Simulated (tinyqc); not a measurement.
Lattice against boundary over temperature: grain-boundary diffusion: Harrison regimes, Fisher and Le Claire analysis, Hart average. Computed by tinyqc, a small Python program. Command: `OMP_NUM_THREADS=1 python tinyqc.py 3019175 3019176 out.jsonl gbdiff walk`. One thread of a shared host (Intel(R) Xeon(R) Processor @ 2.30GHz), about 0.01 s of CPU time with the checks.

A boundary is a slab of width delta with diffusivity D_b, normal to a surface held at constant concentration; it leaks into grains of diffusivity D.

Inputs (values chosen for the exercise, for a model polycrystal):

| quantity | value | unit |
|---|---|---|
| melting point T_m | 2770 | K |
| lattice prefactor D0 | 6.5e-06 | m^2/s |
| lattice activation energy E | 4.63 | eV |
| boundary prefactor D0b | 7.7e-06 | m^2/s |
| boundary activation energy E_b | 2.17 | eV |
| boundary width delta | 0.51 | nm |
| segregation factor s | 1 | - |
| grain size d | 0.067 | um |
| temperature T | 1800 | K |
| time t | 1900 | s |

Constants: k_B = 8.617333262e-05 eV/K.

Method:
- D = D0 exp(-E/(k_B T)), D_b = D0b exp(-E_b/(k_B T)).
- Triple product P = s delta D_b.
- Hart average for parallel slabs: f = delta/d, D_eff = (s f D_b + (1 - f) D)/(1 - f + s f); share of the boundaries = s f D_b/(s f D_b + (1 - f) D); depth sqrt(D_eff t).
- l = sqrt(D t); P = s delta D_b; alpha = s delta/(2 l); beta = P/(2 D l). Regime A if l > 3 d, C if alpha > 1, B if alpha < 0.1, l < d/4 and beta > 10, otherwise a transition.
- D_eff = (s f D_b + (1 - f) D)/(1 - f + s f), f = delta/d; share of the boundaries = s f D_b/(s f D_b + (1 - f) D).

boundary fraction f = 0.00761194

Diffusivities (m^2/s):

| T/T_m | T (K) | D | D_b | D_eff | share | regime |
|---|---|---|---|---|---|---|
| 0.3 | 831 | 5.4111e-34 | 5.3218e-19 | 4.0509e-21 | 1.0000 | C |
| 0.4 | 1108 | 5.6649e-27 | 1.0379e-15 | 7.9006e-18 | 1.0000 | C |
| 0.5 | 1385 | 9.2286e-23 | 9.7776e-14 | 7.4426e-16 | 1.0000 | transition |
| 0.6 | 1662 | 5.9306e-20 | 2.0243e-12 | 1.5409e-14 | 1.0000 | B |
| 0.7 | 1939 | 6.0088e-18 | 1.7632e-11 | 1.3422e-13 | 1.0000 | transition |
| 0.8 | 2216 | 1.9189e-16 | 8.9398e-11 | 6.8068e-13 | 0.9997 | A |
| 0.9 | 2493 | 2.8382e-15 | 3.1599e-10 | 2.4082e-12 | 0.9988 | A |
| 1.0 | 2770 | 2.4492e-14 | 8.6768e-10 | 6.6291e-12 | 0.9963 | A |

What does the comparison show, and why?

The apparent activation energy of D_eff is 2.17 eV between the first rows and 2.18 eV between the last, against E_b = 2.17 and E = 4.63 eV. The boundaries carry most of the flux up to the melting point. Caution: outside regime A (which needs sqrt(D t) above about 3 d) the Hart average and its depth are formal: they describe a profile only in regime A or at steady state. Caution: outside regime A, D_eff and the share of the boundaries hold only at steady state.
